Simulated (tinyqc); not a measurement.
Which roughness does what: X-ray reflectivity of a thin film on silicon: critical angles, Parratt recursion, fringes and roughness. Computed by tinyqc, a small Python program. Command: `OMP_NUM_THREADS=1 python tinyqc.py 3120258 3120259 out.jsonl xrr walk`. One thread of a shared host (Intel(R) Xeon(R) Processor @ 2.30GHz), about 0.01 s of CPU time with the checks.

n = 1 - delta + i beta; the classical electron radius is r_e = 2.8179403e-6 nm. Layer 0 is vacuum, 1 the film, 2 the substrate.

Inputs (values chosen for the exercise, modelled on TaN on silicon, copper K-alpha radiation): wavelength lambda = 0.15406 nm; film density rho = 14.4 g/cm^3; effective electrons per unit mass, film = 0.411 mol/g; beta/delta, film = 0.086; film thickness d = 57 nm; roughness of the surface sigma_1 = 1.2 nm; roughness of the interface sigma_2 = 0.35 nm; substrate density = 2.33 g/cm^3; effective electrons per unit mass, substrate = 0.507 mol/g; beta/delta, substrate = 0.023; grazing angle theta = 2.1 degrees.

Constants: N_A = 6.02214076e+23 1/mol.

Method:
- delta = r_e lambda^2 rho_e/(2 pi), rho_e = density x electrons per mass x N_A; critical angle sqrt(2 delta), q_c = 4 sqrt(pi r_e rho_e).
- k_j = (2 pi/lambda) sqrt(sin^2 theta - 2 delta_j + 2 i beta_j); r_ij = (k_i - k_j)/(k_i + k_j) x exp(-2 k_i k_j sigma^2) (Nevot-Croce); r = (r_01 + r_12 p)/(1 + r_01 r_12 p), p = exp(2 i k_1 d); R = |r|^2.
- Far above the critical angle the period is d theta = lambda/(2 d), or 2 pi/d in q; the envelope runs between (|r_01| - |r_12 p|)^2 and (|r_01| + |r_12 p|)^2; contrast = 2 a b/(a^2 + b^2) with a = |r_01|, b = |r_12 p|; roughness factors on the amplitudes are about exp(-q^2 sigma^2/2).
- R is averaged over one period above each angle (64 points); contrast = (max - min)/(max + min) of R theta^4 over that period. Cases: smooth; only sigma_1; only sigma_2; both.

period in theta = 0.0774297 degrees

Constants:
```
layer      rho_e (1/nm^3)        delta         beta  critical angle (degrees)  q_c (1/nm)
film              3564.14  3.79391e-05  3.26276e-06                  0.499093    0.710523
substrate          711.40  7.57263e-06  1.74170e-07                  0.222977    0.317437
```

Mean R and contrast:
```
theta (degrees)    R smooth  contrast  R, sigma_1  contrast, sigma_1  R, sigma_2  contrast, sigma_2     R, both  contrast, both
0.8              1.2435e-02   0.45183   0.0029113            0.87211  1.2379e-02            0.42553  2.8397e-03         0.84344
1.2              2.2089e-03   0.66941   0.0003148            0.58828  2.1388e-03            0.58406  2.3334e-04         0.66150
1.8              4.7442e-04   0.79452   0.0000906            0.03183  4.2116e-04            0.59712  4.0794e-05         0.06287
2.5              1.2981e-04   0.85749   0.0000316            0.00944  1.0455e-04            0.48524  6.6365e-06         0.03859
3.5              3.5201e-05   0.89876   0.0000100            0.00498  2.5838e-05            0.26513  4.6708e-07         0.06172
```

At 2.5 degrees sigma_1 alone multiplies the mean R by 0.24 and sigma_2 alone by 0.81; the contrast goes from 0.86 (smooth) to 0.01 and 0.49.
